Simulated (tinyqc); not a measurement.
Domain walls in a thin film with perpendicular anisotropy: Bloch, Neel and chiral walls, motion and stripe domains: one step, computed by the program tinyqc. Command: `OMP_NUM_THREADS=1 python tinyqc.py 3012449 3012450 out.jsonl mwall walk`. One thread of a shared host (Intel(R) Xeon(R) Processor @ 2.30GHz), about 0.01 s of CPU time with the checks.

One-dimensional wall: polar angle theta(x), azimuth phi of the moment in the wall (phi = 0 Neel, 90 degrees Bloch). mu_0 = 1.25663706212e-6 T m/A, gamma = 1.76085963023e11 rad/(s T).

Task: Stripe domains. Dipolar length l = sigma/(mu_0 M_s^2); for t much smaller than the period the domain width is w = 0.955 t exp(pi l/t) (Kaplan and Gehring), given as log10 of w in nm.

Inputs (values chosen for the exercise, for a model film): saturation magnetisation M_s = 658 kA/m; thickness t = 2.7 nm.

wall energy sigma = 11.42190 mJ/m^2

Give: dipolar length l; log10 of the domain width in nm.

Result:

dipolar length l = 20.993 nm

log10 of the domain width in nm = 11.020

Domains would exceed a millimetre: any device is a single domain in equilibrium.
